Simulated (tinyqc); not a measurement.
CMOS inverter, nodal equation and switching: two steps of the calculation.

An n-channel pull-down (bn, VTn) and a p-channel pull-up (bp, VTp) share the input Vin and the output node Vout, which carries the load C. Transistor (EKV form, voltages against the body): I = 2 n b Vt^2 [F(vp - Vs) - F(vp - Vd)] from drain to source, F(v) = ln^2(1 + exp(v/(2 Vt))), vp = (Vg - VT + sg |Vd - Vs|)/n. n-channel bodies are at 0; for the p-channel device all voltages are counted down from Vdd. b in uA/V^2 gives I in uA. Static: In = Ip. Transient: C dVout/dt = Ip - In. No velocity saturation, no gate capacitance beyond C.

Inputs (values chosen for the exercise):
- T = 350 K (temperature)
- Vdd = 0.7 V (supply voltage)
- n = 1.41 (slope factor)
- sg = 0.119 (drain-induced barrier lowering)
- VTn = 0.28 V (n-channel threshold)
- VTp = 0.4 V (p-channel threshold (magnitude))
- bn = 850 uA/V^2 (gain factor of the pull-down transistor)
- bp = 1100 uA/V^2 (gain factor of the pull-up transistor)
- Vin = 0.39 V (input voltage)

Constants: q = 1.602176634e-19 C, kB = 1.380649e-23 J/K, Vt = kB T/q. Results are converted to the units shown.

Question 1. Output voltage by Newton steps. f = In - Ip at (Vin, Vout); G = df/dVout by a central difference with +/- 1e-6 V; Vout(new) = Vout - f/G, the step limited to +/- 0.1 V.

Vout at the start = 0.35 V

Wanted: In; Ip; G; Vout after iteration 1.

Answer 1.

In = 8.1923 uA
Ip = 0.56830 uA
G = 11.427 uS
Vout after iteration 1 = 0.25000 V

Question 2. Switching point and noise margins. VM solves In = Ip with Vin = Vout. VIL and VIH are the inputs at which the gain is -1; NML = VIL - Vout(VIH), NMH = Vout(VIL) - VIH.

Find: VM; gain at VM; VIL; VIH; NML; NMH.

Answer 2.

VM = 0.3043 V
gain at VM = -8.392
VIL = 0.2362 V
VIH = 0.3622 V
NML = 0.2039 V
NMH = 0.3062 V

VM lies 46 mV below Vdd/2, and the high margin is the larger one. With both transistors saturated the size of the gain tends to 1/sg = 8.40; here it is 0.14 % below that.

tinyqc, about 0.04 s, one thread, Intel Xeon 2.30GHz (shared host): `OMP_NUM_THREADS=1 python tinyqc.py 2340096 2340097 out.jsonl`
